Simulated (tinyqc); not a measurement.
Inside a calculation: delta-doped layer in the Thomas-Fermi potential. Values are carried at full precision from step to step, so a last printed digit may differ when a step is redone from the rounded ones.

All donors ionised in the plane z = 0, zero temperature, energies from the Fermi level EF of the Thomas-Fermi model, which lies at the bulk band edge; c = hbar^2/2m0, q = e^2/(4 pi eps0). gv = 1 equivalent valley, m_d = sqrt(m3^3/mz) in the plane. With n = (gv/3 pi^2)(m3 (-V)/c)^(3/2) and V'' = -(4 pi q/eps) n for z > 0, the solution is V = -b/(|z| + z0)^4 with sqrt(b) = 20/K, K = (4 pi q/eps)(gv/3 pi^2)(m3/c)^(3/2), and z0^5 = 4b/(e F0), e F0 = 2 pi q N/eps; 1e13/cm^2 = 1e-3/angstrom^2. Exchange and correlation are left out.

Constants: hbar^2/2m0 = 3.80998211 eV angstrom^2; e^2/(4 pi eps0) = 14.39964547 eV angstrom.

Inputs chosen for the exercise (near those of a delta-doped layer in GaAs; the results hold for these values, not for the real material): m3 = 0.065 m0 (density-of-states mass of a valley); mz = 0.065 m0 (mass along z); eps = 13.3 (dielectric constant); N = 0.5 x 1e13/cm^2 (donor sheet density).

## The Thomas-Fermi well

Give K, b, e F0, z0 and the depth b/z0^4.

K = 0.0010239 eV^(-1/2) angstrom^-2
b = 3.8151e+08 eV angstrom^4
e F0 = 0.0034013 eV/angstrom
z0 = 213.99 angstrom
depth = 0.1820 eV

Half of the electrons lie within |z| < (2^(1/5) - 1) z0 = 31.8 angstrom. The mean donor spacing in the plane is 44.7 angstrom, against a Bohr radius 0.529177 eps/m3 = 108.3 angstrom: the orbits overlap many donors, so a smeared sheet is a fair model in the plane. Across the plane the Thomas-Fermi density is more peaked than that of the quantised subbands, the more so the fewer are filled.

## Profile

V = -b/(|z| + z0)^4, n and the share of electrons beyond |z|, (z0/(|z| + z0))^5, at z = 0, 0.1, 0.25, 0.5, 1 and 2 times z0; n = (eps/(4 pi q)) 20 b/(|z| + z0)^6, q = e^2/(4 pi eps0), 1/angstrom^3 = 1e24/cm^3.

Profile:
```
z (angstrom)   V (eV)  n (1e19/cm^3)  share beyond
0.0           -0.1820          0.584         1.000
21.4          -0.1243          0.330         0.621
53.5          -0.0745          0.153         0.328
107.0         -0.0359         0.0513         0.132
214.0         -0.0114        0.00913         0.031
428.0         -0.0022       0.000801         0.004
```

## Subbands

Subbands solve -(c/m_z) psi'' + V psi = E psi on 1280 points of spacing z0/80; up to ten levels for each group, kept if bound with an rms width below 2.5 z0.

List the bound levels with their rms width.

Subbands:
```
label  valleys g  m_d (m0)   E (eV)  rms z (angstrom)
0              1    0.0650  -0.1102              28.9
1              1    0.0650  -0.0440              72.9
2              1    0.0650  -0.0205             125.7
3              1    0.0650  -0.0076             213.5
4              1    0.0650  -0.0025             347.0
```

The lowest level lies 39 % of the way up the well, and 1 follows 66 meV higher.

## Filling the subbands

At zero temperature n_i = g m_d (mu - E_i)/(2 pi c) for E_i < mu, c = hbar^2/2m0; find mu from sum n_i = N (1e13/cm^2 = 1e-3/angstrom^2).

mu = -0.0001 eV

n_i in the order of the list (1e13/cm^2): 0.299  0.119  0.055  0.020  0.007

5 subbands filled in part, the lowest with 60 % of the electrons. The potential was built for a Fermi level at 0; filling its quantised levels puts mu 0.1 % of the depth below that, which shows how nearly the two pictures agree.

## Estimate from a V-shaped well

Near z = 0 the well is -depth + e F0 |z|, whose levels are a (c (e F0)^2/m_z)^(1/3) with a = 1.018793 (even) and 2.338107 (odd); c = hbar^2/2m0, m_z = mz.

levels 0 and 1 (eV): -0.0925  0.0235

Level 0 comes out 18 meV too high, since screening flattens the true well away from the plane, and level 1 lands above the rim at 0.

## Checks

- Integral of the Thomas-Fermi density against N, 1e13/cm^2: both 0.5000.
- Lowest level on a finer grid (z0/200), eV: both -0.110.

(tinyqc, `OMP_NUM_THREADS=1 python tinyqc.py 1281046 1281047 out.jsonl`, Intel(R) Xeon(R) Processor @ 2.30GHz, 1 thread, shared host, about 0.1 s.)
